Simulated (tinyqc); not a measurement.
Growth with time: grain growth, pinning, strength and diffusional creep of a polycrystal or thin film. Computed by tinyqc, a small Python program. Command: `OMP_NUM_THREADS=1 python tinyqc.py 3007638 3007639 out.jsonl grain walk`. One thread of a shared host (Intel(R) Xeon(R) Processor @ 2.30GHz), about 0.01 s of CPU time with the checks.

One mean grain size d describes the structure.

Inputs (values chosen for the exercise, modelled on polycrystalline silicon):
```
quantity,value,unit
boundary energy gamma,0.64,J/m^2
mobility prefactor M0,2.6e-07,m^4/(J s)
activation energy of boundary motion Q_m,2.97,eV
anneal temperature T,1404,K
initial grain size d0,35,nm
particle volume fraction f,0.0025,-
particle radius r,7.6,nm
film thickness h,1700,nm
surface energy gamma_s,1.8,J/m^2
```

Sample: thin film on a substrate.

Constants: k_B = 8.617333262e-05 eV/K.

Method. M = M0 exp(-Q_m/(k_B T)). The driving pressure is 2 gamma/d. Zener pinning pressure 3 f gamma/(2 r) stops growth at d_Z = 4 r/(3 f). Grooves where boundaries meet the surface have the angle theta = arcsin(gamma/(2 gamma_s)) and are taken to stop growth at d_h = h/(2 theta), a few film thicknesses; the limit is 1/d_lim = 1/d_Z + 1/d_h. dd/dt = 2 M gamma (1/d - 1/d_lim) integrates to 2 M gamma t = d_lim (d0 - d) + d_lim^2 ln[(d_lim - d0)/(d_lim - d)]; without pinning d^2 = d0^2 + 4 M gamma t.

limit d_lim = 2188.29 nm

mobility M = 5.67419e-18 m^4/(J s)

At T:
```
t (s),free growth (nm),pinned growth (nm),d/d_lim
9.90e+02,124.9,122.6,0.05603
3.30e+03,221.7,214.3,0.09794
9.90e+03,380.8,359.1,0.16409
3.30e+04,693.2,622.1,0.28427
9.90e+04,1199.7,991.2,0.45297
3.30e+05,2189.7,1528.7,0.69857
9.90e+05,3792.3,1992.1,0.91037
3.30e+06,6923.6,2182.9,0.99753
```

The apparent exponent d ln d/d ln t of the pinned growth is at most about 0.47, below the ideal 1/2, and falls to 0.076 in the last rows: pinning hides it late.
